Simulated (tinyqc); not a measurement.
Inside a calculation (part 1 of 2). Method: UHF in the sto-6g basis, for H4, spin multiplicity 1. Computed by tinyqc, a small Python program that keeps every step (integrals from PySCF). Settings: charge = 0, multiplicity = 1, basis = sto-6g, energy threshold = 1e-09, iteration cap = 56, orthogonalisation = canonical, start = core, DIIS depth = 8, method = UHF, break = 0.2. Command: `OMP_NUM_THREADS=1 python tinyqc.py 29526 29527 out.jsonl` (the two numbers bound the seeds that draw the settings). One thread of a shared host (Intel(R) Xeon(R) Processor @ 2.60GHz), about 0.1 s of CPU time with the checks. Later iterations appear only in the table of the cycle.

## One-electron integrals

Geometry (angstrom):
```
atom         x         y         z
H     0.000000  0.000000  0.000000
H     0.000000  0.000000  0.729000
H     0.000000  0.000000  2.822000
H     0.000000  0.000000  3.551000
```

Basis sto-6g: exponents (1/bohr^2) and contraction coefficients of normalised primitives:
```
element  l (shell)   exponent  coefficient
H            s (1)  35.523221     0.009164
H            s (1)   6.513144     0.049361
H            s (1)   1.822143     0.168538
H            s (1)   0.625955     0.370563
H            s (1)   0.243077     0.416492
H            s (1)   0.100112     0.130334
```

Overlap, kinetic and nuclear-attraction integrals over the contracted functions; the nuclear repulsion is the sum of Za Zb / Rab.

nuclear repulsion = 2.22868028 hartree

overlap S, lower triangle:
```
          1H 1s     2H 1s     3H 1s     4H 1s
1H 1s  1.000000
2H 1s  0.666928  1.000000
3H 1s  0.029816  0.103200  1.000000
4H 1s  0.007814  0.029816  0.666928  1.000000
```

kinetic energy T (hartree), lower triangle:
```
           1H 1s      2H 1s     3H 1s     4H 1s
1H 1s   0.768522
2H 1s   0.241712   0.768522
3H 1s  -0.007137  -0.012086  0.768522
4H 1s  -0.002579  -0.007137  0.241712  0.768522
```

nuclear attraction V (hartree), lower triangle:
```
           1H 1s      2H 1s      3H 1s      4H 1s
1H 1s  -2.237450
2H 1s  -1.472080  -2.341178
3H 1s  -0.050192  -0.174304  -2.341178
4H 1s  -0.012943  -0.050192  -1.472080  -2.237450
```

core Hamiltonian H = T + V (hartree), lower triangle:
```
           1H 1s      2H 1s      3H 1s      4H 1s
1H 1s  -1.468928
2H 1s  -1.230368  -1.572656
3H 1s  -0.057330  -0.186389  -1.572656
4H 1s  -0.015522  -0.057330  -1.230368  -1.468928
```

## Two-electron integrals

Functions are numbered as in S; the eight-fold symmetry (ij|kl) = (ji|kl) = (kl|ij) leaves the list below.

Two-electron integrals (ij|kl) in chemists' order, unique and non-zero (hartree):
```
(11|11) 0.774999   (21|11) 0.450700   (21|21) 0.304631   (22|11) 0.574143
(22|21) 0.450700   (22|22) 0.774999   (31|11) 0.011316   (31|21) 0.008532
(31|22) 0.014415   (31|31) 0.000386   (32|11) 0.031945   (32|21) 0.025758
(32|22) 0.046810   (32|31) 0.001395   (32|32) 0.005307   (33|11) 0.187488
(33|21) 0.144117   (33|22) 0.252200   (33|31) 0.011316   (33|32) 0.046810
(33|33) 0.774999   (41|11) 0.002538   (41|21) 0.001923   (41|22) 0.003264
(41|31) 0.000094   (41|32) 0.000347   (41|33) 0.003264   (41|41) 0.000024
(42|11) 0.007931   (42|21) 0.006307   (42|22) 0.011316   (42|31) 0.000362
(42|32) 0.001395   (42|33) 0.014415   (42|41) 0.000094   (42|42) 0.000386
(43|11) 0.111041   (43|21) 0.083946   (43|22) 0.144117   (43|31) 0.006307
(43|32) 0.025758   (43|33) 0.450700   (43|41) 0.001923   (43|42) 0.008532
(43|43) 0.304631   (44|11) 0.149021   (44|21) 0.111041   (44|22) 0.187488
(44|31) 0.007931   (44|32) 0.031945   (44|33) 0.574143   (44|41) 0.002538
(44|42) 0.011316   (44|43) 0.450700   (44|44) 0.774999
```

## Orthogonalisation

S = U s U^T; canonical form X = U s^(-1/2), so that X^T S X = 1. Each column of U has its largest component positive (the first on a tie).

eigenvalues of S: 0.305599  0.357133  1.583387  1.753881

X:
```
               1          2          3         4
1H 1s  -0.870056   0.864769   0.411917  0.364427
2H 1s   0.937621  -0.807598   0.382234  0.390225
3H 1s  -0.937621  -0.807598  -0.382234  0.390225
4H 1s   0.870056   0.864769  -0.411917  0.364427
```

## Starting guess

The start is the orbitals of the core Hamiltonian, with HOMO and LUMO mixed by +/-0.2 rad for the two spins; D(s) = C_occ C_occ^T for each spin.

D(alpha) at the start, lower triangle:
```
           1H 1s     2H 1s     3H 1s     4H 1s
1H 1s   0.335266
2H 1s   0.285355  0.300259
3H 1s  -0.172932  0.020921  0.581678
4H 1s   0.012440  0.088584  0.222076  0.106474
```

D(beta) at the start, lower triangle:
```
          1H 1s      2H 1s     3H 1s     4H 1s
1H 1s  0.106474
2H 1s  0.222076   0.581678
3H 1s  0.088584   0.020921  0.300259
4H 1s  0.012440  -0.172932  0.285355  0.335266
```

## Iteration 1: building the Fock matrix

J_ij = sum D_kl (ij|kl) with D = D(alpha) + D(beta), K_ij = sum D_kl (ik|jl) for each spin; F = H + J - K(s); E = tr D H + tr D J / 2 - 0.5 sum_s tr D(s) K(s) + E_nn.

Coulomb J (hartree), lower triangle:
```
          1H 1s     2H 1s     3H 1s     4H 1s
1H 1s  1.649529
2H 1s  1.166836  1.845764
3H 1s  0.046250  0.163062  1.845764
4H 1s  0.011899  0.046250  1.166836  1.649529
```

exchange K(alpha) (hartree), lower triangle:
```
          1H 1s     2H 1s     3H 1s     4H 1s
1H 1s  0.605634
2H 1s  0.532984  0.591011
3H 1s  0.011394  0.059600  0.688699
4H 1s  0.005927  0.038442  0.508851  0.461832
```

exchange K(beta) (hartree), lower triangle:
```
          1H 1s     2H 1s     3H 1s     4H 1s
1H 1s  0.461832
2H 1s  0.508851  0.688699
3H 1s  0.038442  0.059600  0.591011
4H 1s  0.005927  0.011394  0.532984  0.605634
```

F(alpha) (hartree), lower triangle:
```
           1H 1s      2H 1s      3H 1s      4H 1s
1H 1s  -0.425033
2H 1s  -0.596517  -0.317903
3H 1s  -0.022474  -0.082927  -0.415590
4H 1s  -0.009549  -0.049522  -0.572384  -0.281230
```

F(beta) (hartree), lower triangle:
```
           1H 1s      2H 1s      3H 1s      4H 1s
1H 1s  -0.281230
2H 1s  -0.572384  -0.415590
3H 1s  -0.049522  -0.082927  -0.317903
4H 1s  -0.009549  -0.022474  -0.596517  -0.425033
```

total energy of this density = -2.16336422 hartree

## Iteration 1: diagonalisation and new density

Diagonalise F' = X^T F X, C = X C', fill 2 alpha and 2 beta electrons from the bottom; D(s) = C_occ C_occ^T. Each column has its largest component positive (the first on a tie).

F' = X^T F X (alpha) (hartree), lower triangle:
```
           1          2          3          4
1   0.770462
2  -0.005224   0.604237
3  -0.016019  -0.099267  -0.544941
4   0.062860   0.001293  -0.013677  -0.586213
```

orbital energies (alpha) (hartree): MO1 -0.593230, MO2 -0.549566, MO3 0.612669, MO4 0.773672

coefficients C (alpha):
```
            MO1        MO2        MO3        MO4
1H 1s  0.528273  -0.327160   0.807218  -0.877267
2H 1s  0.430788  -0.201629  -0.814377   0.969683
3H 1s  0.272432   0.572738  -0.791889  -0.894645
4H 1s  0.206603   0.408089   0.917853   0.869270
```

F' = X^T F X (beta) (hartree), lower triangle:
```
           1         2          3          4
1   0.770462
2   0.005224  0.604237
3  -0.016019  0.099267  -0.544941
4  -0.062860  0.001293   0.013677  -0.586213
```

orbital energies (beta) (hartree): MO1 -0.593230, MO2 -0.549566, MO3 0.612669, MO4 0.773672

coefficients C (beta):
```
            MO1        MO2        MO3        MO4
1H 1s  0.206603   0.408089   0.917853   0.869270
2H 1s  0.272432   0.572738  -0.791889  -0.894645
3H 1s  0.430788  -0.201629  -0.814377   0.969683
4H 1s  0.528273  -0.327160   0.807218  -0.877267
```

D(alpha) after iteration 1, lower triangle:
```
           1H 1s     2H 1s     3H 1s     4H 1s
1H 1s   0.386107
2H 1s   0.293539  0.226232
3H 1s  -0.043458  0.001880  0.402248
4H 1s  -0.024368  0.006719  0.290014  0.209222
```

D(beta) after iteration 1, lower triangle:
```
           1H 1s      2H 1s     3H 1s     4H 1s
1H 1s   0.209222
2H 1s   0.290014   0.402248
3H 1s   0.006719   0.001880  0.226232
4H 1s  -0.024368  -0.043458  0.293539  0.386107
```

## Iteration 2: building the Fock matrix

As before.

Coulomb J (hartree), lower triangle:
```
          1H 1s     2H 1s     3H 1s     4H 1s
1H 1s  1.682954
2H 1s  1.160678  1.791352
3H 1s  0.044894  0.156799  1.791352
4H 1s  0.011598  0.044894  1.160678  1.682954
```

exchange K(alpha) (hartree), lower triangle:
```
          1H 1s     2H 1s     3H 1s     4H 1s
1H 1s  0.631911
2H 1s  0.532863  0.558352
3H 1s  0.019774  0.051026  0.638296
4H 1s  0.003668  0.025743  0.530698  0.546148
```

exchange K(beta) (hartree), lower triangle:
```
          1H 1s     2H 1s     3H 1s     4H 1s
1H 1s  0.546148
2H 1s  0.530698  0.638296
3H 1s  0.025743  0.051026  0.558352
4H 1s  0.003668  0.019774  0.532863  0.631911
```

F(alpha) (hartree), lower triangle:
```
           1H 1s      2H 1s      3H 1s      4H 1s
1H 1s  -0.417885
2H 1s  -0.602553  -0.339656
3H 1s  -0.032209  -0.080616  -0.419599
4H 1s  -0.007592  -0.038178  -0.600388  -0.332121
```

F(beta) (hartree), lower triangle:
```
           1H 1s      2H 1s      3H 1s      4H 1s
1H 1s  -0.332121
2H 1s  -0.600388  -0.419599
3H 1s  -0.038178  -0.080616  -0.339656
4H 1s  -0.007592  -0.032209  -0.602553  -0.417885
```

total energy of this density = -2.24199091 hartree

## Iteration 2: DIIS over 2 matrices

error matrix X^T (FDS - SDF) X (alpha):
```
           1          2          3          4
1   0.000000  -0.000443   0.005439  -0.011202
2   0.000443   0.000000   0.041745  -0.008502
3  -0.005439  -0.041745   0.000000   0.000532
4   0.011202   0.008502  -0.000532   0.000000
```

B (overlaps of the stored error matrices):
```
               1              2
1  1.6274686e-01  2.4321430e-02
2  2.4321430e-02  7.8818816e-03
```

Minimise |sum c_i e_i|^2 with sum c_i = 1: solve [B -1; -1 0][c; lambda] = [0; -1] with B_ij = tr e_i^T e_j summed over both spins, and take F = sum c_i F_i.

DIIS coefficients: -0.134766  1.134766

extrapolated F(alpha) (hartree), lower triangle:
```
           1H 1s      2H 1s      3H 1s      4H 1s
1H 1s  -0.416921
2H 1s  -0.603366  -0.342587
3H 1s  -0.033521  -0.080304  -0.420139
4H 1s  -0.007328  -0.036650  -0.604162  -0.338980
```

extrapolated F(beta) (hartree), lower triangle:
```
           1H 1s      2H 1s      3H 1s      4H 1s
1H 1s  -0.338980
2H 1s  -0.604162  -0.420139
3H 1s  -0.036650  -0.080304  -0.342587
4H 1s  -0.007328  -0.033521  -0.603366  -0.416921
```

## Iteration 2: diagonalisation and new density

As before.

F' = X^T F X (alpha) (hartree), lower triangle:
```
           1          2          3          4
1   0.765211
2   0.000785   0.606199
3  -0.011166  -0.053780  -0.571894
4   0.050959  -0.006978   0.000173  -0.606335
```

orbital energies (alpha) (hartree): MO1 -0.608268, MO2 -0.574433, MO3 0.608683, MO4 0.767201

coefficients C (alpha):
```
            MO1        MO2        MO3        MO4
1H 1s  0.397783   0.446894   0.848410  -0.854143
2H 1s  0.347623   0.355725  -0.832351   0.943153
3H 1s  0.423522  -0.422876  -0.785804  -0.924145
4H 1s  0.339878  -0.362134   0.874897   0.891742
```

F' = X^T F X (beta) (hartree), lower triangle:
```
           1          2          3          4
1   0.765211
2  -0.000785   0.606199
3  -0.011166   0.053780  -0.571894
4  -0.050959  -0.006978  -0.000173  -0.606335
```

orbital energies (beta) (hartree): MO1 -0.608268, MO2 -0.574433, MO3 0.608683, MO4 0.767201

coefficients C (beta):
```
            MO1        MO2        MO3        MO4
1H 1s  0.339878  -0.362134   0.874897   0.891742
2H 1s  0.423522  -0.422876  -0.785804  -0.924145
3H 1s  0.347623   0.355725  -0.832351   0.943153
4H 1s  0.397783   0.446894   0.848410  -0.854143
```

D(alpha) after iteration 2, lower triangle:
```
           1H 1s      2H 1s     3H 1s     4H 1s
1H 1s   0.357946
2H 1s   0.297250   0.247382
3H 1s  -0.020511  -0.003202  0.358195
4H 1s  -0.026638  -0.010671  0.297084  0.246658
```

D(beta) after iteration 2, lower triangle:
```
           1H 1s      2H 1s     3H 1s     4H 1s
1H 1s   0.246658
2H 1s   0.297084   0.358195
3H 1s  -0.010671  -0.003202  0.247382
4H 1s  -0.026638  -0.020511  0.297250  0.357946
```

## Iteration 3: building the Fock matrix

As before.

Coulomb J (hartree), lower triangle:
```
          1H 1s     2H 1s     3H 1s     4H 1s
1H 1s  1.685735
2H 1s  1.160268  1.787021
3H 1s  0.044783  0.156278  1.787021
4H 1s  0.011573  0.044783  1.160268  1.685735
```

exchange K(alpha) (hartree), lower triangle:
```
          1H 1s     2H 1s     3H 1s     4H 1s
1H 1s  0.620214
2H 1s  0.533447  0.569595
3H 1s  0.021646  0.049775  0.621163
4H 1s  0.003504  0.023215  0.533247  0.567718
```

exchange K(beta) (hartree), lower triangle:
```
          1H 1s     2H 1s     3H 1s     4H 1s
1H 1s  0.567718
2H 1s  0.533247  0.621163
3H 1s  0.023215  0.049775  0.569595
4H 1s  0.003504  0.021646  0.533447  0.620214
```

F(alpha) (hartree), lower triangle:
```
           1H 1s      2H 1s      3H 1s      4H 1s
1H 1s  -0.403407
2H 1s  -0.603547  -0.355229
3H 1s  -0.034192  -0.079886  -0.406797
4H 1s  -0.007453  -0.035762  -0.603348  -0.350911
```

F(beta) (hartree), lower triangle:
```
           1H 1s      2H 1s      3H 1s      4H 1s
1H 1s  -0.350911
2H 1s  -0.603348  -0.406797
3H 1s  -0.035762  -0.079886  -0.355229
4H 1s  -0.007453  -0.034192  -0.603547  -0.403407
```

total energy of this density = -2.24747391 hartree

## Iteration 3: DIIS over 3 matrices

error matrix X^T (FDS - SDF) X (alpha):
```
          1          2          3          4
1  0.000000  -0.000278  -0.000735  -0.016467
2  0.000278   0.000000   0.018058   0.000025
3  0.000735  -0.018058   0.000000   0.000268
4  0.016467  -0.000025  -0.000268   0.000000
```

B (overlaps of the stored error matrices), lower triangle:
```
               1              2              3
1  1.6274686e-01
2  2.4321430e-02  7.8818816e-03
3  4.8349276e-03  3.7374490e-03  2.3918106e-03
```

As before.

DIIS coefficients: 0.165732  -1.555012  2.389280

extrapolated F(alpha) (hartree), lower triangle:
```
           1H 1s      2H 1s      3H 1s      4H 1s
1H 1s  -0.384477
2H 1s  -0.603929  -0.373260
3H 1s  -0.035334  -0.079254  -0.388347
4H 1s  -0.007584  -0.034284  -0.602818  -0.368581
```

extrapolated F(beta) (hartree), lower triangle:
```
           1H 1s      2H 1s      3H 1s      4H 1s
1H 1s  -0.368581
2H 1s  -0.602818  -0.388347
3H 1s  -0.034284  -0.079254  -0.373260
4H 1s  -0.007584  -0.035334  -0.603929  -0.384477
```

## Iteration 3: diagonalisation and new density

As before.

F' = X^T F X (alpha) (hartree), lower triangle:
```
           1          2          3          4
1   0.766518
2  -0.001031   0.608178
3  -0.012707  -0.009621  -0.571396
4   0.011274  -0.007201  -0.000491  -0.605156
```

orbital energies (alpha) (hartree): MO1 -0.605297, MO2 -0.571589, MO3 0.608293, MO4 0.766738

coefficients C (alpha):
```
            MO1        MO2        MO3        MO4
1H 1s  0.382058   0.405685   0.853722  -0.876309
2H 1s  0.382751   0.379526  -0.807090   0.942228
3H 1s  0.387850  -0.402840  -0.812575  -0.925603
4H 1s  0.357125  -0.401288   0.871415   0.871420
```

F' = X^T F X (beta) (hartree), lower triangle:
```
           1          2          3          4
1   0.766518
2   0.001031   0.608178
3  -0.012707   0.009621  -0.571396
4  -0.011274  -0.007201   0.000491  -0.605156
```

orbital energies (beta) (hartree): MO1 -0.605297, MO2 -0.571589, MO3 0.608293, MO4 0.766738

coefficients C (beta):
```
            MO1        MO2        MO3        MO4
1H 1s  0.357125  -0.401288   0.871415   0.871420
2H 1s  0.387850  -0.402840  -0.812575  -0.925603
3H 1s  0.382751   0.379526  -0.807090   0.942228
4H 1s  0.382058   0.405685   0.853722  -0.876309
```

D(alpha) after iteration 3, lower triangle:
```
           1H 1s      2H 1s     3H 1s     4H 1s
1H 1s   0.310548
2H 1s   0.300201   0.290538
3H 1s  -0.015245  -0.004438  0.312708
4H 1s  -0.026354  -0.015609  0.300166  0.288571
```

D(beta) after iteration 3, lower triangle:
```
           1H 1s      2H 1s     3H 1s     4H 1s
1H 1s   0.288571
2H 1s   0.300166   0.312708
3H 1s  -0.015609  -0.004438  0.290538
4H 1s  -0.026354  -0.015245  0.300201  0.310548
```

## Iteration 4: building the Fock matrix

As before.

Coulomb J (hartree), lower triangle:
```
          1H 1s     2H 1s     3H 1s     4H 1s
1H 1s  1.685527
2H 1s  1.160373  1.787416
3H 1s  0.044790  0.156307  1.787416
4H 1s  0.011575  0.044790  1.160373  1.685527
```

exchange K(alpha) (hartree), lower triangle:
```
          1H 1s     2H 1s     3H 1s     4H 1s
1H 1s  0.599352
2H 1s  0.534190  0.591093
3H 1s  0.022360  0.049614  0.601428
4H 1s  0.003510  0.022435  0.534206  0.589027
```

exchange K(beta) (hartree), lower triangle:
```
          1H 1s     2H 1s     3H 1s     4H 1s
1H 1s  0.589027
2H 1s  0.534206  0.601428
3H 1s  0.022435  0.049614  0.591093
4H 1s  0.003510  0.022360  0.534190  0.599352
```

F(alpha) (hartree), lower triangle:
```
           1H 1s      2H 1s      3H 1s      4H 1s
1H 1s  -0.382753
2H 1s  -0.604185  -0.376333
3H 1s  -0.034900  -0.079696  -0.386668
4H 1s  -0.007457  -0.034975  -0.604201  -0.372428
```

F(beta) (hartree), lower triangle:
```
           1H 1s      2H 1s      3H 1s      4H 1s
1H 1s  -0.372428
2H 1s  -0.604201  -0.386668
3H 1s  -0.034975  -0.079696  -0.376333
4H 1s  -0.007457  -0.034900  -0.604185  -0.382753
```

total energy of this density = -2.25022230 hartree

## Iteration 4: DIIS over 4 matrices

error matrix X^T (FDS - SDF) X (alpha):
```
           1          2          3          4
1   0.000000  -0.000046   0.000616  -0.004276
2   0.000046   0.000000   0.002714   0.000041
3  -0.000616  -0.002714   0.000000   0.000051
4   0.004276  -0.000041  -0.000051   0.000000
```

B (overlaps of the stored error matrices), lower triangle:
```
               1              2              3              4
1  1.6274686e-01
2  2.4321430e-02  7.8818816e-03
3  4.8349276e-03  3.7374490e-03  2.3918106e-03
4  5.4295846e-04  6.5705331e-04  4.7604311e-04  1.0415969e-04
```

As before.

DIIS coefficients: -0.027070  0.282290  -0.667377  1.412157

extrapolated F(alpha) (hartree), lower triangle:
```
           1H 1s      2H 1s      3H 1s      4H 1s
1H 1s  -0.377742
2H 1s  -0.604358  -0.381645
3H 1s  -0.034949  -0.079742  -0.381747
4H 1s  -0.007440  -0.034960  -0.604555  -0.377878
```

extrapolated F(beta) (hartree), lower triangle:
```
           1H 1s      2H 1s      3H 1s      4H 1s
1H 1s  -0.377878
2H 1s  -0.604555  -0.381747
3H 1s  -0.034960  -0.079742  -0.381645
4H 1s  -0.007440  -0.034949  -0.604358  -0.377742
```

## Iteration 4: diagonalisation and new density

As before.

F' = X^T F X (alpha) (hartree), lower triangle:
```
           1          2          3          4
1   0.766707
2   0.000118   0.608110
3  -0.012077   0.000009  -0.572588
4  -0.000013  -0.007153   0.000095  -0.606577
```

orbital energies (alpha) (hartree): MO1 -0.606620, MO2 -0.572697, MO3 0.608152, MO4 0.766816

coefficients C (alpha):
```
            MO1        MO2        MO3        MO4
1H 1s  0.368370   0.405083   0.863262   0.873095
2H 1s  0.384375   0.391758  -0.810575  -0.933530
3H 1s  0.386547  -0.389584  -0.809189   0.934744
4H 1s  0.370652  -0.403026   0.861954  -0.874374
```

F' = X^T F X (beta) (hartree), lower triangle:
```
           1          2          3          4
1   0.766707
2  -0.000118   0.608110
3  -0.012077  -0.000009  -0.572588
4   0.000013  -0.007153  -0.000095  -0.606577
```

orbital energies (beta) (hartree): MO1 -0.606620, MO2 -0.572697, MO3 0.608152, MO4 0.766816

coefficients C (beta):
```
            MO1        MO2        MO3        MO4
1H 1s  0.370652  -0.403026   0.861954  -0.874374
2H 1s  0.386547  -0.389584  -0.809189   0.934744
3H 1s  0.384375   0.391758  -0.810575  -0.933530
4H 1s  0.368370   0.405083   0.863262   0.873095
```

D(alpha) after iteration 4, lower triangle:
```
           1H 1s      2H 1s     3H 1s     4H 1s
1H 1s   0.299789
2H 1s   0.300287   0.301218
3H 1s  -0.015422  -0.004044  0.301194
4H 1s  -0.026722  -0.015419  0.300287  0.299812
```

D(beta) after iteration 4, lower triangle:
```
           1H 1s      2H 1s     3H 1s     4H 1s
1H 1s   0.299812
2H 1s   0.300287   0.301194
3H 1s  -0.015419  -0.004044  0.301218
4H 1s  -0.026722  -0.015422  0.300287  0.299789
```
